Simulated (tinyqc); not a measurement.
Trading HF for NH4F at fixed fluoride: speciation in dilute and buffered hydrofluoric acid, oxide etch rate and bath loading. Computed by tinyqc, a small Python program. Command: `OMP_NUM_THREADS=1 python tinyqc.py 3121396 3121397 out.jsonl hfetch walk`. One thread of a shared host (Intel(R) Xeon(R) Processor @ 2.30GHz), about 0.01 s of CPU time with the checks.

Concentrations stand for activities, NH4+ and Cl- are spectators, and water ionisation is neglected. H, F and HF2 denote the ions H+, F- and HF2-. The base temperature is 298 K.

Inputs (values chosen for the exercise, of the order of those for thermal oxide at room temperature): HF added = 0.03 mol/L; NH4F added = 0.019 mol/L; K1 = [H][F]/[HF] = 0.000678 mol/L; K2 = [HF2]/([HF][F]) = 3.44 L/mol; K3 = [H2F2]/[HF]^2 = 0 L/mol; rate constant of neutral HF k_a = 17 nm L/(min mol); rate constant of HF2 k_b = 48 nm L/(min mol).

Method:
- Fluoride balance: [HF] + [F] + 2 [HF2] + 2 [H2F2] = HF added + NH4F added. Acid balance: [H] + [HF] + [HF2] + 2 [H2F2] = HF added + HCl added. For a trial [H], [HF] = [H][F]/K1, and the fluoride balance is a quadratic in [F].
- Rate = k_a ([HF] + 2 [H2F2]) + k_b [HF2], an empirical two-term form.
- Total fluoride is held at HF + NH4F added, without HCl; x is the share added as HF.

Against x:
```
x         pH  [F] (mol/L)  [HF] (mol/L)  [HF2] (mol/L)  rate (nm/min)
0.05  4.5143     0.046249      0.002087      0.0003321        0.05142
0.15  3.9772     0.040863      0.006352      0.0008928        0.15084
0.30  3.5759     0.033090      0.012959      0.0014752        0.29112
0.40  3.3752     0.028129      0.017486      0.0016921        0.37849
0.50  3.1933     0.023366      0.022084      0.0017751        0.46063
0.60  3.0170     0.018831      0.026708      0.0017302        0.53709
0.75  2.7442     0.012600      0.033496      0.0014519        0.63912
0.90  2.4455     0.007470      0.039500      0.0010150        0.72022
1.00  2.2405     0.005015      0.042518      0.0007335        0.75802
```

[HF2] is largest at x = 0.5 and the rate at x = 1 among these rows; HF2 needs both HF and F.

Extremes, crossings and ranges named in words are read from the listed rows.
